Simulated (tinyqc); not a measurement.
Inside a calculation. Method: Hubbard ring of 3 sites. One step of it, computed by the program tinyqc.

Question. The many-body Hamiltonian. Basis: all placements (u, d, 2, 0 on each site), up operators ordered before down ones; hops carry the sign of the same-spin electrons passed.

one-body matrix (hopping and site energies) (eV), order 1, 2, 3:
$$\begin{pmatrix}
0.630000 & -1.460000 & -1.460000 \\
-1.460000 & -0.850000 & -1.460000 \\
-1.460000 & -1.460000 & 0.690000
\end{pmatrix}$$

U = 6.000000 eV

electrons, up and down: [2, 1]

Give: H.

Answer.

H (eV):
```
        2u0     u20     uud     20u     udu     u02     duu     02u
2u0   6.410  -1.460  -1.460  -1.460   0.000   0.000   1.460   0.000
u20  -1.460   4.930  -1.460   0.000  -1.460   0.000   0.000   1.460
uud  -1.460  -1.460   0.470   0.000   0.000  -1.460   0.000   0.000
20u  -1.460   0.000   0.000   7.950  -1.460  -1.460  -1.460   0.000
udu   0.000  -1.460   0.000  -1.460   0.470  -1.460   0.000  -1.460
u02   0.000   0.000  -1.460  -1.460  -1.460   8.010   0.000   0.000
duu   1.460   0.000   0.000  -1.460   0.000   0.000   0.470  -1.460
02u   0.000   1.460   0.000   0.000  -1.460   0.000  -1.460   4.990
0u2   0.000   0.000   1.460   0.000   0.000  -1.460  -1.460  -1.460

        0u2
2u0   0.000
u20   0.000
uud   1.460
20u   0.000
udu   0.000
u02  -1.460
duu  -1.460
02u  -1.460
0u2   6.530
```
